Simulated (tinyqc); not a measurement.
Capacitance measurement on a leaky thin oxide: effects of series resistance and leakage: one step of the calculation.

The device is a capacitance C in parallel with a leakage conductance G, in series with Rs and Ls. An impedance meter reports either a parallel pair (Cp, Gp) from Y = 1/Z = Gp + i w Cp or a series pair (Cs, Rm) from Z = Rm + 1/(i w Cs); w = 2 pi f, dissipation D = Gp/(w |Cp|).

Task. True capacitance and conductance. EOT = 3.9 tox/eox; CET = EOT + zc + zp; C = 3.9 eps0 A/CET; G = Jg A/Vs.

Inputs (values chosen for the exercise); values of the order met in thin-oxide MOS capacitors:
- eox = 3.9 (relative permittivity of the gate insulator (close to silicon dioxide))
- tox = 1.1 nm (insulator thickness)
- A = 100 um^2 (gate area)
- zc = 0.26 nm (oxide-equivalent thickness added by the accumulation layer)
- zp = 0 nm (oxide-equivalent thickness added by gate depletion)
- Jg = 0.018 A/cm^2 (gate leakage current density, not matched to the thickness)
- Vs = 0.16 V (voltage for an e-fold rise of the leakage)

Constants: eps0 = 8.8541878128e-14 F/cm where lengths are in cm. Results are converted to the units shown.

Find: EOT; CET; C; G.

Result.

EOT = 1.1000 nm
CET = 1.3600 nm
C = 2.5391 pF
G = 0.11250 uS

Numbers from tinyqc (`OMP_NUM_THREADS=1 python tinyqc.py 2022131 2022132 out.jsonl`; about 0.01 s on one thread of a shared Intel Xeon 2.30GHz).
